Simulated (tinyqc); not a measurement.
Schottky barrier on an n-type semiconductor with a doping step, non-linear Poisson equation by Newton steps: two steps of the calculation.

One dimension, metal at x = 0, donor density C(x) = N1 for x < x1 and Nd beyond. Energies are counted from the electron Fermi level of the semiconductor and the conduction-band edge is Ec = -psi, so n = Nc exp(psi/Vt); holes follow the Fermi level of the metal, at -V, so p = Nv exp((V - psi - Eg)/Vt). Ends: psi(0) = V - phiB and psi = Vt ln(Nd/Nc) deep inside. Boltzmann statistics, full ionisation, no current, no image force in the Poisson equation.

Parameters, values chosen for the exercise; band and dielectric values those of a made-up semiconductor: temperature T = 300 K; band gap Eg = 1.91 eV; relative permittivity eps_r = 12; conduction-band density of states at T Nc = 7.16e17 cm^-3; valence-band density of states at T Nv = 2.17e19 cm^-3; donor density deep in the semiconductor Nd = 3.2e16 cm^-3; barrier height phiB = 1.03 eV; bias of the metal against the semiconductor V = -2 V.

Constants: q = 1.602176634e-19 C, kB = 1.380649e-23 J/K, Vt = kB T/q, eps0 = 8.8541878128e-14 F/cm where lengths are in cm. Results are converted to the units shown.

Task 1. End potentials, built-in voltage, Debye length. psi_0 = V - phiB, psi_b = Vt ln(Nd/Nc), Vbi = phiB - Vt ln(Nc/Nd), LD = sqrt(eps0 eps_r Vt/(q Nd)), W = sqrt(2 eps0 eps_r (Vbi - V)/(q Nd)), hole density at the metal p_0 = Nv exp((phiB - Eg)/Vt).

Find: psi_0; psi_b; Vbi; LD; W for uniform Nd; p_0.

Result 1.

psi_0 = -3.030 V
psi_b = -0.08035 V
Vbi = 0.9497 V
LD = 23.15 nm
W for uniform Nd = 349.7 nm
p_0 = 3.574e4 cm^-3

The hole density at the metal is 1.1e-12 times Nd, so holes hardly matter.

Task 2. Converged densities, field and barrier lowering. n and p as above; E_i = -(psi_(i+1) - psi_i)/h_i; at the metal |E_0| = |E on interval 0| + q rho_0 (h_0/2)/(eps0 eps_r), rho_0 = p_0 - n_0 + C_0; image-force lowering dphi = sqrt(q |E_0|/(4 pi eps0 eps_r)).

| node | x (nm) | converged psi (V) | donor density C (cm^-3) |
|---|---|---|---|
| 0 | 0 | -3.0300000 | 1.6e15 |
| 1 | 27 | -2.7244701 | 1.6e15 |
| 2 | 57.2 | -2.3848132 | 1.6e15 |
| 3 | 91.1 | -2.0061640 | 1.6e15 |
| 4 | 129 | -1.5861192 | 1.6e15 |
| 5 | 171 | -1.1246824 | 3.2e16 |
| 6 | 219 | -0.7015541 | 3.2e16 |
| 7 | 272 | -0.3635008 | 3.2e16 |
| 8 | 332 | -0.1443761 | 3.2e16 |
| 9 | 398 | -0.0871211 | 3.2e16 |
| 10 | 473 | -0.0808762 | 3.2e16 |
| 11 | 556 | -0.0803807 | 3.2e16 |
| 12 | 650 | -0.0803483 | 3.2e16 |
| 13 | 754 | -0.0803467 | 3.2e16 |
| 14 | 871 | -0.0803466 | 3.2e16 |

Find: n; p; field E; |E_0| at the metal; image-force lowering.

Result 2.

| node | n (cm^-3) | p (cm^-3) |
|---|---|---|
| 0 | 8.977e-34 | 3.574e4 |
| 1 | 1.219e-28 | 0.2633 |
| 2 | 6.192e-23 | 5.181e-7 |
| 3 | 1.422e-16 | 2.256e-13 |
| 4 | 1.619e-9 | 1.981e-20 |
| 5 | 0.09143 | 3.509e-28 |
| 6 | 1.173e6 | 2.735e-35 |
| 7 | 5.602e11 | 5.727e-41 |
| 8 | 2.688e15 | 1.193e-44 |
| 9 | 2.462e16 | 1.303e-45 |
| 10 | 3.135e16 | 1.023e-45 |
| 11 | 3.196e16 | 1.004e-45 |
| 12 | 3.200e16 | 1.003e-45 |
| 13 | 3.200e16 | 1.003e-45 |
| 14 | 3.200e16 | 1.003e-45 |

| interval | field E (kV/cm) |
|---|---|
| 0 | -113.2 |
| 1 | -112.5 |
| 2 | -111.7 |
| 3 | -110.8 |
| 4 | -109.9 |
| 5 | -88.2 |
| 6 | -63.8 |
| 7 | -36.5 |
| 8 | -8.7 |
| 9 | -0.8 |
| 10 | -0.1 |
| 11 | 0.0 |
| 12 | 0.0 |
| 13 | 0.0 |

|E_0| at the metal = 113.5 kV/cm
image-force lowering = 36.90 mV

Numbers from tinyqc (`OMP_NUM_THREADS=1 python tinyqc.py 2020093 2020094 out.jsonl`; about 0.09 s on one thread of a shared Intel Xeon 2.30GHz).
